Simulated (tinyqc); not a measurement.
From results back to parameters: band gaps under pressure and temperature from deformation potentials. Three cases, with inputs chosen for the exercise.

Problem. A gap moves by a ln(V/V0) with V/V0 = (1 + Bp P/B0)^(-1/Bp). B0 and the shifts at two pressures are given.

Find: ratio of the shifts; Bp; a.

Method. The ratio of the shifts, ln(1 + Bp P2/B0)/ln(1 + Bp P1/B0), falls steadily from P2/P1 as Bp grows and so fixes Bp; then a = -shift x Bp/ln(1 + Bp P/B0).

Case 1.

Values chosen (out of a larger set: near those of GaAs, the X and L potentials typical of such crystals; not measured data): P12 = (1.5, 3) GPa (two pressures).

B0 = 78.2000 GPa

shifts at the two pressures (eV): 0.1548563  0.2993368

Solution.

ratio of the shifts = 1.9330
Bp = 3.88
a = -8.37 eV

Case 2.

Values chosen (out of a larger set: near those of GaP, the X and L potentials typical of such crystals; not measured data): P12 = (3, 10) GPa (two pressures).

B0 = 89.3667 GPa

shifts at the two pressures (eV): 0.3108163  0.9136863

Solution.

ratio of the shifts = 2.9396
Bp = 3.95
a = -9.86 eV

Case 3.

Values chosen (out of a larger set: near those of GaP, the X and L potentials typical of such crystals; not measured data): P12 = (5, 10) GPa (two pressures).

B0 = 88.0000 GPa

shifts at the two pressures (eV): 0.5045478  0.9234492

Solution.

ratio of the shifts = 1.8303
Bp = 3.98
a = -9.85 eV

Computed by tinyqc, one run a case: `OMP_NUM_THREADS=1 python tinyqc.py N N+1 out.jsonl` with N = 1080660, 1080748, 1080752; one thread of a shared Intel(R) Xeon(R) Processor @ 2.30GHz, about 0.01 s a run at most.
